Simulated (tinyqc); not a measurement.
Classical Heisenberg spin chain: exact results, Metropolis, heat-bath and over-relaxation steps, and a Monte Carlo run: one step, computed by the program tinyqc.

E = -J sum_i s_i . s_(i+1) for unit vectors s_i on an open chain; K = J/(k_B T).

Task: Exact results. Each bond angle is independent, so u = <s_i . s_(i+1)> = coth K - 1/K, <s_i . s_(i+n)> = u^n, correlation length xi = -1/ln|u|, energy per bond -J u, heat capacity per bond c/k_B = 1 - K^2/sinh^2 K, and for the long chain chi = mu^2 (1 + u)/(3 k_B T (1 - u)) per spin.

Inputs (values chosen for the exercise, for a model chain of large moments): coupling J = 4.8 meV; temperature T = 95.2 K; moment mu = 5.3 mu_B.

Constants: k_B = 8.617333262e-05 eV/K; mu_B = 5.7883818060e-05 eV/T.

Give: K; u; xi; energy per bond; heat capacity; chi over the Curie value; chi.

Result:

K = 0.5851

u = 0.1907

xi = 0.6035 sites

energy per bond = -0.9155 meV

heat capacity = 0.1067 k_B/bond

chi over the Curie value = 1.471

chi = 0.09721 mu_B/T per spin

For |K| << 1, u = K/3 = 0.1950.
